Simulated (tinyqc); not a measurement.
Minimum-mode following (dimer method) and harmonic rate on a two-dimensional model surface: one step, computed by the program tinyqc. Command: `OMP_NUM_THREADS=1 python tinyqc.py 3012198 3012199 out.jsonl dimer walk`. One thread of a shared host (Intel(R) Xeon(R) Processor @ 2.30GHz), about 0.01 s of CPU time with the checks.

V(x, y) = h u^2 + t x + (kappa/2)(y + c u)^2 with u = x^2/w^2 - 1; the path runs from the minimum near (-w, 0) to that near (w, 0).

Problem. Curvatures and frequencies. Diagonalise the Hessian at the start minimum and at the saddle; nu = 15.6333042 THz x sqrt(|lambda|/M).

Inputs (values chosen for the exercise, for a model surface):
```
quantity                    value           unit
height h                      1.1             eV
half width w                  1.1       angstrom
transverse stiffness kappa    1.9  eV/angstrom^2
curvature c                  0.65       angstrom
tilt t                      0.061    eV/angstrom
mass M                        111              u
```

Surface: curved double well.

positions (angstrom):
```
                x          y
start   -1.108293  -0.009838
end      1.091515   0.009990
saddle   0.016779   0.649849
```

Constants: nu for 1 eV/(angstrom^2 u) = 15.6333042 THz.

Give: Hessian at the minimum; Hessian at the saddle; eigenvalues at the minimum; eigenvalues at the saddle; frequencies at the minimum; frequencies at the saddle (the first is imaginary).

Solution.

Hessian at the minimum (eV/angstrom^2):
```
        1       2
1  10.132  -2.262
2  -2.262   1.900
```

Hessian at the saddle (eV/angstrom^2):
```
         1       2
1  -3.6332  0.0343
2   0.0343  1.9000
```

eigenvalues at the minimum (eV/angstrom^2): 1.319  10.713

eigenvalues at the saddle (eV/angstrom^2): -3.6334  1.9002

frequencies at the minimum (THz): 1.7043  4.8566

frequencies at the saddle (the first is imaginary) (THz): 2.8284  2.0455
